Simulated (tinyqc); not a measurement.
Plane-wave Kohn-Sham cycle with exchange-only LDA in a layered model solid, step by step. One step of it, computed by the program tinyqc.

Question. Iteration 2: potential. V_H(G) = 4 pi rho(G)/G^2 for G != 0 (uniform background); v_x = -(3 rho/pi)^(1/3); V = V_ext + V_H + v_x; Fourier components f(G_m) = (1/N) sum_j f(x_j) exp(-i G_m x_j).

A solid whose potential varies along x alone (atomic units):
```
parameter                      value
period a                    4.200000
cross-section of the cell  39.000000
electrons per cell                 4
grid points                       16
plane waves -n..n, n               2
k points                           4
V1 in V1 cos(2 pi x/a)     -0.410000
V2 in V2 cos(4 pi x/a)      0.040000
```

density after iteration 1 (e/bohr^3): 0.02613350  0.02622028  0.02630445  0.02602621  0.02517744  0.02388824  0.02254021  0.02154536  0.02118250  0.02154536  0.02254021  0.02388824  0.02517744  0.02602621  0.02630445  0.02622028

Give: Potentials on the grid; V(G_m), m = 0, 1, 2, ....

Answer.

Potentials on the grid (hartree):
```
x         V_ext      V_H      v_x        V
0.0000  -0.3700   0.0133  -0.2922  -0.6489
0.2625  -0.3505   0.0125  -0.2926  -0.6305
0.5250  -0.2899   0.0102  -0.2929  -0.5725
0.7875  -0.1852   0.0063  -0.2918  -0.4707
1.0500  -0.0400   0.0011  -0.2886  -0.3276
1.3125   0.1286  -0.0048  -0.2836  -0.1598
1.5750   0.2899  -0.0102  -0.2782   0.0015
1.8375   0.4071  -0.0141  -0.2740   0.1190
2.1000   0.4500  -0.0154  -0.2725   0.1621
2.3625   0.4071  -0.0141  -0.2740   0.1190
2.6250   0.2899  -0.0102  -0.2782   0.0015
2.8875   0.1286  -0.0048  -0.2836  -0.1598
3.1500  -0.0400   0.0011  -0.2886  -0.3276
3.4125  -0.1852   0.0063  -0.2918  -0.4707
3.6750  -0.2899   0.0102  -0.2929  -0.5725
3.9375  -0.3505   0.0125  -0.2926  -0.6305
```

V(G_m), m = 0, 1, 2, ... (hartree): -0.2855  -0.2029  0.0210  0.0001  0.0000
